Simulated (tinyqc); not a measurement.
From ratio v(1)/v(theta_0) back to exchange current of the accelerated surface i_1: bottom-up copper filling of a trench by curvature-enhanced accelerator coverage. Computed by tinyqc, a small Python program. Command: `OMP_NUM_THREADS=1 python tinyqc.py 3015470 3015471 out.jsonl superfill inv`. One thread of a shared host (Intel(R) Xeon(R) Processor @ 2.30GHz), about 0.2 s of CPU time with the checks.

A rectangular trench keeps vertical walls and a flat floor. An accelerator floats on the surface; where area is lost in the corners it is passed on to the floor.

Inputs (values chosen for the exercise, close to those used for damascene copper plating):
```
quantity                                          value     unit
exchange current of the suppressed surface i_0     0.03  mA/cm^2
transfer coefficient alpha                         0.51        -
overpotential eta                                  0.13        V
starting coverage theta_0                        0.0052        -
cupric ion concentration C                         0.71    mol/l
diffusivity D                                   5.7e-06   cm^2/s
boundary layer delta                                 43       um
temperature T                                       298        K
```

Constants: e = 1.602176634e-19 C; N_A = 6.02214076e+23 1/mol; k_B = 8.617333262e-05 eV/K.

Method. Kinetic current i_k = [i_0 (1 - theta) + i_1 theta] exp(alpha eta/(k_B T)), limit i_L = 2 F D C/delta, i = 1/(1/i_k + 1/i_L); velocity v = i Omega/(2F), Omega = 7.11 cm^3/mol, F = e N_A. Depletion inside the trench is ignored.

Question. A run gave the result below. Find the exchange current of the accelerated surface i_1, known to lie between 0.71 and 2.2 mA/cm^2.

ratio v(1)/v(theta_0) = 30.68347

Answer.

Each step takes the trial c = (a f_b - b f_a)/(f_b - f_a), f being the result less the target and a, b, c the logarithms of the listed values; c replaces end b, the old b replaces a if the sign of f changed, and otherwise f_a is halved.

Scan of the range:
```
exchange current of the accelerated surface i_1 (mA/cm^2)  ratio v(1)/v(theta_0)
0.710                                                                    20.1800
0.857                                                                    23.5767
1.040                                                                    27.4959
1.250                                                                    31.6083
1.510                                                                    36.1892
1.820                                                                    41.0013
2.200                                                                    46.0712
```

False position (Illinois rule, in the logarithm of the input) inside the bracket:
```
step    end a    end b    trial  ratio v(1)/v(theta_0)
1     1.04000  1.25000  1.19935                30.6520
2     1.25000  1.19935  1.20099                30.6832
3     1.25000  1.20099  1.20101                30.6837
4     1.20099  1.20101  1.20100                30.6835
```

Ratio v(1)/v(theta_0) rises at every point of a 13-point scan of the range (every second point is shown), so one value fits; it is bracketed by 1.04 and 1.25. Answer: exchange current of the accelerated surface i_1 = 1.201 mA/cm^2.
